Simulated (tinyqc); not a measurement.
From results back to parameters: carrier statistics of a doped semiconductor with parabolic bands. Three cases, with inputs chosen for the exercise.

Problem. With Boltzmann statistics and no minority carriers, n (n + NA)/(ND - NA - n) = K(T) = (N(T)/2) exp(-E/kB T), E the ionisation energy of the majority dopant and N = 2 (m kB T/(4 pi c))^(3/2) with c = hbar^2/2m0, in 1/angstrom^3; times 1e24 for 1/cm^3, m = m_d. E = ED is known; the two densities were computed from hidden ND and NA.

Constants: hbar^2/2m0 = 3.80998211 eV angstrom^2; kB = 8.617333262e-05 eV/K.

Find: K(Ta), K(Tb); ND; NA.

Method. Each temperature gives one linear equation, K ND - (K + n) NA = n^2 + K n; solve the pair.

Case 1.

Values chosen (near those of Si; not measured data):
- ED = 0.0426 eV (donor level below Ec)
- m_d = 1.024 m0 (density-of-states mass of the majority band)
- Ta = 55 K
- Tb = 124 K

n(Ta) = 1.054792e+14 1/cm^3
n(Tb) = 3.549001e+15 1/cm^3

Solution.

K(Ta), K(Tb) (1/cm^3): 1.274e+14  6.413e+16

ND = 8.60e+15 1/cm^3
NA = 4.60e+15 1/cm^3

Case 2.

Values chosen (near those of Si; not measured data):
- ED = 0.0446 eV (donor level below Ec)
- m_d = 1.057 m0 (density-of-states mass of the majority band)
- Ta = 73 K
- Tb = 135 K

n(Ta) = 9.430118e+13 1/cm^3
n(Tb) = 1.038253e+14 1/cm^3

Solution.

K(Ta), K(Tb) (1/cm^3): 1.364e+15  8.902e+16

ND = 1.50e+14 1/cm^3
NA = 4.60e+13 1/cm^3

Case 3.

Values chosen (near those of Si; not measured data):
- ED = 0.0453 eV (donor level below Ec)
- m_d = 1.062 m0 (density-of-states mass of the majority band)
- Ta = 69 K
- Tb = 143 K

n(Ta) = 8.930352e+14 1/cm^3
n(Tb) = 6.156154e+16 1/cm^3

Solution.

K(Ta), K(Tb) (1/cm^3): 7.440e+14  1.144e+17

ND = 3.10e+17 1/cm^3
NA = 1.40e+17 1/cm^3

Computed by tinyqc, one run a case: `OMP_NUM_THREADS=1 python tinyqc.py N N+1 out.jsonl` with N = 1681666, 1681743, 1681754; one thread of a shared Intel(R) Xeon(R) Processor @ 2.30GHz, about 0.01 s a run at most.
